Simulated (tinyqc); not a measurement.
# Doping from the ideality factor

Problem. For thermionic-field emission over a Schottky barrier the ideality factor is n = u coth(u) with u = E00/Vt and E00 = (hbar/2) sqrt(Nd/(me m0 eps0 eps_r)) in SI units (volts). Find u, E00 and Nd.

Inputs (values chosen for the exercise); band and dielectric values close to those of gallium nitride: temperature T = 400 K; electron mass me = 0.197 m0; relative permittivity eps_r = 9.43.

Constants: q = 1.602176634e-19 C, kB = 1.380649e-23 J/K, eps0 = 8.8541878128e-12 F/m, hbar = 1.054571817e-34 J s, m0 = 9.1093837015e-31 kg, Vt = kB T/q. Results are converted to the units shown.

n = 1.0413038

Solution. u coth(u) rises steadily from 1, so n fixes u; the definition of E00 then gives Nd.

u = 0.3535
E00 = 12.18 meV
Nd = 8.000e17 cm^-3

Program tinyqc, `OMP_NUM_THREADS=1 python tinyqc.py 2640105 2640106 out.jsonl`; Intel Xeon 2.30GHz, shared host, one thread, about 0.02 s.
